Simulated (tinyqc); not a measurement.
Worked calculation: exchange-only LDA atom on a uniform radial grid, spin-unpolarised, for He. Computed by tinyqc, a small Python program that keeps every step. Settings: Z = 2, points = 256, R = 13.1, functional = Slater exchange alone, mixing = 1.0, iteration cap = 62. Command: `OMP_NUM_THREADS=1 python tinyqc.py 30590 30591 out.jsonl` (the two numbers bound the seeds that draw the settings). One thread of a shared host (Intel(R) Xeon(R) Processor @ 2.60GHz), about 0.2 s of CPU time with the checks. Later iterations appear only in the table of the cycle.

## Iteration 1

Spherical atom on a uniform radial grid r_j = j h with h = R/(N + 1), h sum u^2 = 1 and integrals as h times sums, u(0) = u(R) = 0 (atomic units):
```
parameter            value
Z                        2
points N               256
R                13.100000
h                 0.050973
mixing            1.000000
electrons in 1s          2
```

Three-point differences turn -u''/2 + [l(l+1)/2r^2 - Z/r + V] u = e u into a tridiagonal matrix (diagonal 1/h^2 + potential, off-diagonal -1/2h^2). D = sum f u^2; the Hartree potential y/r solves y'' = -D/r with y(0) = 0, y(R) = N_e; v_xc comes from rho = D/(4 pi r^2); E = sum f e - int D V + int D (V_H/2 + eps_xc); V(new) = V + mixing (V_H + v_xc - V).

eigenvalues (hartree): [-1.994830]

Every 16th grid point:
```
r              V in     u(1s)         D       V_H       v_xc
0.815564   0.000000  0.903112  1.631224  2.204556  -0.571197
1.631128   0.000000  0.354489  0.251325  1.218422  -0.192904
2.446693   0.000000  0.104358  0.021781  0.817156  -0.065147
3.262257   0.000000  0.027308  0.001491  0.613062  -0.022001
4.077821   0.000000  0.006699  0.000090  0.490458  -0.007430
4.893385   0.000000  0.001578  4.98e-06  0.408715  -0.002509
5.708949   0.000000  0.000361  2.61e-07  0.350327  -0.000847
6.524514   0.000000  0.000081  1.31e-08  0.306536  -0.000286
7.340078   0.000000  0.000018  6.40e-10  0.272477  -0.000097
8.155642   0.000000  3.90e-06  3.04e-11  0.245229  -0.000033
8.971206   0.000000  8.42e-07         0  0.222935   0.000000
9.786770   0.000000  1.80e-07         0  0.204358   0.000000
10.602335  0.000000  3.83e-08         0  0.188638   0.000000
11.417899  0.000000  8.09e-09         0  0.175164   0.000000
12.233463  0.000000  1.64e-09         0  0.163486   0.000000
13.049027  0.000000  6.34e-11         0  0.153268   0.000000
```

total energy = -2.56255353 hartree

## Iteration 2

As before.

eigenvalues (hartree): [-0.318039]

Every 16th grid point:
```
r              V in     u(1s)         D       V_H       v_xc
0.815564   1.633358  0.821474  1.349639  1.885677  -0.536234
1.631128   1.025518  0.538516  0.579999  1.166373  -0.254920
2.446693   0.752009  0.300668  0.180803  0.808826  -0.131907
3.262257   0.591061  0.160439  0.051482  0.611633  -0.071635
4.077821   0.483027  0.084352  0.014231  0.490193  -0.040214
4.893385   0.406206  0.044129  0.003895  0.408663  -0.023121
5.708949   0.349480  0.023048  0.001062  0.350317  -0.013530
6.524514   0.306250  0.012030  0.000289  0.306534  -0.008024
7.340078   0.272380  0.006278  0.000079  0.272476  -0.004808
8.155642   0.245196  0.003275  0.000021  0.245229  -0.002905
8.971206   0.222935  0.001707  0.000006  0.222935  -0.001766
9.786770   0.204358  0.000888  1.58e-06  0.204358  -0.001077
10.602335  0.188638  0.000457  4.18e-07  0.188638  -0.000656
11.417899  0.175164  0.000226  1.02e-07  0.175164  -0.000391
12.233463  0.163486  0.000095  1.80e-08  0.163486  -0.000209
13.049027  0.153268  0.000005  5.34e-11  0.153268  -0.000029
```

total energy = -2.68182644 hartree

## Iteration 3

As before.

eigenvalues (hartree): [-0.627001]

Every 16th grid point:
```
r              V in     u(1s)         D       V_H       v_xc
0.815564   1.349443  0.870838  1.516718  2.052704  -0.557507
1.631128   0.911453  0.467274  0.436691  1.198970  -0.231910
2.446693   0.676918  0.210005  0.088205  0.814977  -0.103840
3.262257   0.539998  0.089162  0.015900  0.612820  -0.048421
4.077821   0.449979  0.036893  0.002722  0.490430  -0.023171
4.893385   0.385542  0.015063  0.000454  0.408712  -0.011293
5.708949   0.336786  0.006106  0.000075  0.350327  -0.005581
6.524514   0.298510  0.002465  0.000012  0.306536  -0.002789
7.340078   0.267668  0.000992  1.97e-06  0.272477  -0.001406
8.155642   0.242324  0.000399  3.19e-07  0.245229  -0.000714
8.971206   0.221170  0.000160  5.14e-08  0.222935  -0.000365
9.786770   0.203280  0.000064  8.28e-09  0.204358  -0.000187
10.602335  0.187982  0.000026  1.33e-09  0.188638  -0.000096
11.417899  0.174773  0.000010  2.05e-10  0.175164  -0.000049
12.233463  0.163277  3.57e-06  2.54e-11  0.163486  -0.000023
13.049027  0.153239  1.80e-07         0  0.153268   0.000000
```

total energy = -2.70814924 hartree

## Convergence

Stop when input and output potentials agree to 1e-7.

Course of the cycle (hartree):
```
iteration            E      e(1s)  largest |V(out) - V(in)|
1          -2.56255353  -1.994830                  2.44e+00
2          -2.68182644  -0.318039                  7.72e-01
3          -2.70814924  -0.627001                  3.61e-01
4          -2.71343821  -0.468357                  1.65e-01
5          -2.71459364  -0.536977                  7.65e-02
6          -2.71483801  -0.504371                  3.53e-02
7          -2.71489054  -0.519253                  1.63e-02
8          -2.71490175  -0.512329                  7.56e-03
9          -2.71490415  -0.515522                  3.50e-03
10         -2.71490467  -0.514043                  1.62e-03
11         -2.71490478  -0.514727                  7.48e-04
12         -2.71490480  -0.514411                  3.46e-04
13         -2.71490480  -0.514557                  1.60e-04
14         -2.71490481  -0.514489                  7.40e-05
15         -2.71490481  -0.514521                  3.42e-05
16         -2.71490481  -0.514506                  1.58e-05
17         -2.71490481  -0.514513                  7.32e-06
18         -2.71490481  -0.514510                  3.38e-06
19         -2.71490481  -0.514511                  1.57e-06
20         -2.71490481  -0.514511                  7.24e-07
21         -2.71490481  -0.514511                  3.35e-07
22         -2.71490481  -0.514511                  1.55e-07
23         -2.71490481  -0.514511                  7.16e-08
```

Converged in 23 iterations. A uniform grid resolves the cusp poorly: for a bare nucleus this grid gives 1s at -1.99483 against -Z^2/2 = -2 hartree. Before convergence this energy mixes input and output and is not variational, so it may rise towards its limit.
